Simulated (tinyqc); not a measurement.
# Thermal resistances of a two-die stack

Inverse problem. Heat leaves through the lower die only, and the system is linear. Find the resistance R1 from the lower die to the coolant, R2 between the dies, and the rise of the upper die when both are powered.

Parameters, values chosen for the exercise: power of the lower die P1 = 51 W; power of the upper die P2 = 3.1 W.

rises of the lower and upper die with only the lower one powered (K): [10.71, 10.71]
rises of the lower and upper die with only the upper one powered (K): [0.651, 1.488]

Solution. With only the lower die powered no heat crosses R2, so both dies rise by P1 R1; the difference in the second test is P2 R2; rises add.

R1 = 0.210 K/W
R2 = 0.270 K/W
rise of the upper die = 12.2 K

Numbers from tinyqc (`OMP_NUM_THREADS=1 python tinyqc.py 2162172 2162173 out.jsonl`; about 0.02 s on one thread of a shared Intel Xeon 2.30GHz).
